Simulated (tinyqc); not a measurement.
Admittance spectroscopy of a deep trap: one step of the calculation.

Schottky contact on an n-type layer with shallow donors Nd (all ionised) and a donor-like deep trap, neutral when filled and positive when empty; depletion approximation. Traps within lam of the depletion edge stay filled. The traps at xt = W - lam, where the level crosses the Fermi level, follow a slow signal and not a fast one. w = 2 pi f.

Task. Widths and limiting capacitances. lam = sqrt(2 eps0 eps_r (EF - ET)/(q Nd)), EF - ET = Et - (kB T/q) ln(Nc(T)/Nd), Nc(T) = Nc (T/300 K)^1.5. In the steady state at the band bending V, 2 eps0 eps_r V/q = Nd W^2 + Nt (W - lam)^2 (the second term only if W > lam). V = Vbi + Vr. C_HF = eps0 eps_r/W, C_LF = eps0 eps_r (Nd + Nt)/(Nd W + Nt xt).

Parameters, values chosen for the exercise; material values those of a made-up semiconductor:
```
symbol,value,unit,meaning
eps_r,10.8,,relative permittivity
Nc,1.52e19,cm^-3,conduction-band density of states at 300 K
Nd,7.2e14,cm^-3,shallow donor density
Vbi,1.22,V,built-in voltage
Et,0.6,eV,depth of the trap below the conduction edge
Nt,4.3e14,cm^-3,trap density
Vr,1.2,V,reverse bias
T,339,K,temperature
```

Constants: q = 1.602176634e-19 C, kB = 1.380649e-23 J/K, eps0 = 8.8541878128e-14 F/cm where lengths are in cm. Results are converted to the units shown.

Give: lam; W; xt; C_HF; C_LF.

Result.

lam = 709.65 nm
W = 1812.6 nm
xt = 1103.0 nm
C_HF = 5.2755 nF/cm^2
C_LF = 6.1802 nF/cm^2

The step is 17.1 % of C_HF.

Computed by the program tinyqc: `OMP_NUM_THREADS=1 python tinyqc.py 2050158 2050159 out.jsonl`, one thread of a shared Intel Xeon 2.30GHz, about 0.01 s for the whole run.
